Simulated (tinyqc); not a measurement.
The 3-omega method: a line heater on a substrate with a thin film: one step, computed by the program tinyqc. Command: `OMP_NUM_THREADS=1 python tinyqc.py 3025258 3025259 out.jsonl threeomega walk`. One thread of a shared host (Intel(R) Xeon(R) Processor @ 2.30GHz), about 0.01 s of CPU time with the checks.

A current at angular frequency omega = 2 pi f heats the line at 2 omega with the amplitude P per length; the temperature swing Delta T at 2 omega gives a voltage at 3 omega. The substrate is taken as semi-infinite and isotropic, and the heat capacity of heater and film is left out.

Question. The film adds a constant step. One-dimensional flow across the film: Delta T_f = P (t/kappa_f + R_i)/(2 b); total in-phase swing Delta T = Delta T_s + Delta T_f; third-harmonic amplitude V_3 = V_1 beta |Delta T|/2 with the out-of-phase part included; the apparent film conductivity is t/(t/kappa_f + R_i).

Inputs (values chosen for the exercise, modelled on a low-k dielectric on silica): substrate conductivity kappa = 1.32 W/(m K); heater half-width b = 11 micrometre; power amplitude per length P = 4.1 W/m; film thickness t = 290 nm; film conductivity kappa_f = 0.37 W/(m K); interface resistance R_i = 40 m^2 K/GW; temperature coefficient of resistance beta = 2 1e-3/K; voltage amplitude V_1 = 2.6 V.

in-phase Delta T_s = 0.9589139 K

out-of-phase Delta T_s = -0.5826233 K

Give: Delta T_f; total in-phase swing; V_3; apparent film conductivity; film share of the in-phase swing.

Answer.

Delta T_f = 0.1535 K

total in-phase swing = 1.112 K

V_3 = 3.265 mV

apparent film conductivity = 0.3520 W/(m K)

film share of the in-phase swing = 0.1380

The interface lowers the apparent conductivity by 5 %. The film is a small part of the signal: an error of 1 % in Delta T_s becomes 6 % in the film resistance. Caution: the film does not conduct much worse than the substrate, so heat spreads in it and the one-dimensional step is only approximate, and wrong once kappa_f nears or exceeds kappa.
